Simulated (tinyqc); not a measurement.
# Hall effect and magnetoresistance of several carrier groups with constant relaxation times, step by step

A worked calculation. Computed by tinyqc, a small Python program that keeps every step. Command: `OMP_NUM_THREADS=1 python tinyqc.py 3015315 3015316 out.jsonl hall2 walk`. One thread of a shared host (Intel(R) Xeon(R) Processor @ 2.30GHz), about 0.01 s of CPU time with the checks. Intermediate numbers are printed to about 5 digits and carried at full precision; extremes and crossings named in words are read from the listed rows.

Group 1 has charge +e and group 2 charge +e; s_i is that sign. B lies along z; mu B is formed with mu in m^2/(V s).

Inputs (values chosen for the exercise, for a model conductor):

| quantity | value | unit |
|---|---|---|
| density n1 | 7.9e+10 | 1/cm^2 |
| mobility mu1 | 82000 | cm^2/(V s) |
| density n2 | 2e+12 | 1/cm^2 |
| mobility mu2 | 8700 | cm^2/(V s) |
| magnetic field B | 0.21 | T |

Carriers: light and heavy holes. Densities: per area (a thin layer).

Constants: e = 1.602176634e-19 C.

## Conductivity of each group

sigma_xx = sum n_i e mu_i/(1 + mu_i^2 B^2); sigma_xy = sum s_i n_i e mu_i^2 B/(1 + mu_i^2 B^2).

Parts (S):

| group | mu B | sigma_xx | sigma_xy |
|---|---|---|---|
| group 1 | 1.722 | 2.6174e-04 | 4.5072e-04 |
| group 2 | 0.1827 | 0.0026977 | 4.9288e-04 |

sigma_xx = 0.0029595 S

sigma_xy = 9.4360e-04 S

sigma at B = 0 = 0.0038257 S

## Resistivity, Hall coefficient and magnetoresistance

rho_xx = sigma_xx/(sigma_xx^2 + sigma_xy^2); Hall coefficient R_H = sigma_xy/(B (sigma_xx^2 + sigma_xy^2)), with B in V s/cm^2 (1 T = 1e-4 V s/cm^2); magnetoresistance MR = rho_xx(B)/rho_xx(0) - 1. Apparent density 1/(e |R_H|); Hall mobility |R_H|/rho_xx.

rho_xx = 306.72 ohm

Hall coefficient R_H = 4.6568e+06 cm^2/C

magnetoresistance MR = 17.340 %

apparent density = 1.3403e+12 1/cm^2

Hall mobility = 15183 cm^2/(V s)

A one-carrier reading would report holes of density 1.34e12, against n1 = 7.9e10 and n2 = 2.0e12.

## Limits of weak and strong field

Weak field: R_H(0) = sum s_i n_i mu_i^2/(e (sum n_i mu_i)^2); MR = c B^2 with c = n1 n2 mu1 mu2 (s1 mu1 - s2 mu2)^2/(n1 mu1 + n2 mu2)^2. Strong field: R_H = 1/(e sum s_i n_i); rho_xx saturates at (n1/mu1 + n2/mu2)/(e (sum s_i n_i)^2).

R_H at weak field = 7.4721e+06 cm^2/C

coefficient c = 10.622 1/T^2

R_H at strong field = 3.0022e+06 cm^2/C

saturation MR = 27.531 %

R_H keeps its sign, and its size changes by a factor 0.402 from weak to strong field.

## Field dependence

rho_xx = sigma_xx/(sigma_xx^2 + sigma_xy^2); Hall coefficient R_H = sigma_xy/(B (sigma_xx^2 + sigma_xy^2)), with B in V s/cm^2 (1 T = 1e-4 V s/cm^2); magnetoresistance MR = rho_xx(B)/rho_xx(0) - 1.

Against the field:

| B (T) | mu1 B | rho_xx (ohm) | R_H (cm^2/C) | MR (%) |
|---|---|---|---|---|
| 0.0061 | 5.0020e-02 | 261.49 | 7.4657e+06 | 3.9467e-02 |
| 0.018 | 1.4760e-01 | 262.28 | 7.4169e+06 | 3.3990e-01 |
| 0.049 | 4.0180e-01 | 267.49 | 7.0932e+06 | 2.3341e+00 |
| 0.12 | 9.8400e-01 | 287.09 | 5.8757e+06 | 9.8327e+00 |
| 0.3 | 2.4600e+00 | 317.26 | 4.0016e+06 | 2.1375e+01 |
| 0.73 | 5.9860e+00 | 330.02 | 3.2095e+06 | 2.6254e+01 |
| 1.8 | 1.4760e+01 | 332.78 | 3.0376e+06 | 2.7313e+01 |
| 4.9 | 4.0180e+01 | 333.28 | 3.0070e+06 | 2.7501e+01 |
| 15 | 1.2300e+02 | 333.35 | 3.0027e+06 | 2.7528e+01 |

MR starts as B^1.99 and ends as B^0.00; it saturates at 27.5 %. One group alone would show no magnetoresistance in this model. The rows with mu1 B well above 1 show the semiclassical limit; Landau quantisation is left out.

## Back from four measured limits to the two groups

With z_i = s_i mu_i and w_i = s_i n_i the moments M_k = w1 z1^k + w2 z2^k are M_(-1) = (1 + MR_sat) M_0^2/M_1, M_0 = 1/(e R_strong), M_1 = sigma(0)/e, M_2 = R_weak sigma(0)^2/e. The z_i are the roots of z^2 + p z + q with M_2 + p M_1 + q M_0 = 0 and M_1 + p M_0 + q M_(-1) = 0; then w follows from M_0 and M_1. Group 1 is the faster.

p and q: -90700  7.1340e+08

signed mobilities s_i mu_i (cm^2/(V s)): 82000  8700.0

densities (1/cm^2): 7.9000e+10  2.00e+12

Checks made by the program: weak-field formulas against the tensor at mu1 B = 1e-3 (relative difference 6e-07); recovered mobilities and densities against the inputs (relative difference below 1e-10).
